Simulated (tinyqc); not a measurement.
Adding salt: a particle near a wafer in liquid: double-layer and van der Waals forces (DLVO), deposition barrier and removal. Computed by tinyqc, a small Python program. Command: `OMP_NUM_THREADS=1 python tinyqc.py 3113536 3113537 out.jsonl dlvo walk`. One thread of a shared host (Intel(R) Xeon(R) Processor @ 2.30GHz), about 0.01 s of CPU time with the checks.

Sphere and flat wall, Derjaguin approximation, constant potentials in the linear-superposition form, no retardation and no hydration force.

Inputs (values chosen for the exercise, of the order of those for silica on silicon in water):
```
quantity                             value   unit
particle radius R                       15     nm
Hamaker constant A                 1.4e-20      J
potential of the particle psi_1        -31     mV
potential of the wafer psi_2           -11     mV
salt concentration c                 0.019  mol/L
valence z of the symmetric salt          1      -
temperature T                          323      K
dielectric constant of the liquid     69.9      -
```

Constants: e = 1.602176634e-19 C; N_A = 6.02214076e+23 1/mol; eps_0 = 8.8541878128e-12 F/m; k_B = 1.380649e-23 J/K; k_B = 8.617333262e-05 eV/K.

Method:
- kappa^2 = 2 z^2 e^2 N_A (1000 c)/(eps eps_0 k_B T); gamma_i = tanh(z e psi_i/(4 k_B T)); Z = 64 pi eps eps_0 (k_B T/(z e))^2 gamma_1 gamma_2.
- The barrier height is zero when U = 0 and F = 0 together: kappa h = 1 and kappa = 6 Z/(e A), e = 2.718282 here; c follows from kappa^2, with the potentials held fixed.
- U(h) = Z R exp(-kappa h) - A R/(6 h); F(h) = -dU/dh = kappa Z R exp(-kappa h) - A R/(6 h^2), positive for repulsion.
- F = 0 reads x^2 exp(-x) = y with x = kappa h and y = A kappa/(6 Z); the left side peaks at x = 2 with 4/e^2 = 0.5413, so roots exist for smaller y: x < 2 is the barrier, x > 2 the secondary minimum.
- kappa scales as sqrt(c); potentials are held fixed. A dash marks rows without a maximum.

critical concentration = 0.0147394 mol/L

kappa = 0.461341 1/nm

Z = 2.57725 pN

Against the concentration:
```
c (mol/L)  Debye length (nm)  barrier at (nm)  barrier (k_B T)  minimum at (nm)  minimum (k_B T)
1.47e-06              246.43           15.411           7.6341       2.5293e+03      -2.8007e-03
1.47e-05               77.93            8.893           6.8514       6.8625e+02      -1.0138e-02
1.47e-04               24.64            5.255           5.5106       1.7920e+02      -3.7773e-02
7.37e-04               11.01            3.741           4.0728       6.7371e+01      -9.7464e-02
2.95e-03                5.50            2.906           2.4106       2.7718e+01      -2.2696e-01
7.37e-03                3.48            2.567           1.0887       1.4728e+01      -4.0696e-01
1.33e-02                2.59            2.464           0.1638       9.4036e+00      -6.0467e-01
2.21e-02                2.01            2.533          -0.6403       5.9973e+00      -8.7010e-01
4.42e-02                1.42                -                -                -                -
```

What does the comparison show, and why?

At low salt the barrier tends to Z R = 8.67 k_B T; it is half of that between 1.5e-4 and 7.4e-4 mol/L and changes sign at 0.015 mol/L, while the secondary minimum deepens to -0.60 k_B T at 0.9 of that.

Extremes, crossings and ranges named in words are read from the listed rows.
